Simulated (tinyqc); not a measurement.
Charge neutrality of a doped semiconductor with incomplete ionisation: one step, computed by the program tinyqc.

Energies are counted from the top of the valence band; E_D is measured down from the conduction band and E_A up from the valence band.

Question. Densities at the solution. n = N_c exp((E_F - E_g)/k_B T), p = N_v exp(-E_F/k_B T). N_D+ = N_D/(1 + g_D exp((E_F - E_g + E_D)/k_B T)). N_A- = N_A/(1 + g_A exp((E_A - E_F)/k_B T)).

Inputs (values chosen for the exercise, modelled on InP):
```
quantity                   value   unit
donor density N_D        6.2e+15  cm^-3
acceptor density N_A     5.8e+14  cm^-3
donor depth E_D          0.00717     eV
acceptor depth E_A        0.0387     eV
donor degeneracy g_D           2      -
acceptor degeneracy g_A        4      -
temperature T                150      K
```

Doping: n-type, compensated. Statistics of the bands: Boltzmann.

Fermi level E_F (last iterate) = 1.356813 eV

gap E_g = 1.403982 eV

N_c = 1.962530e+17 cm^-3

N_v = 4.373246e+18 cm^-3

k_B T = 0.01292600 eV

Give: majority density n; minority density p; ionised share of the donors; distance of E_F from the majority band edge.

Answer.

majority density n = 5.105e+15 cm^-3

minority density p = 1.132e-27 cm^-3

ionised share of the donors = 0.9169

distance of E_F from the majority band edge = 0.04717 eV
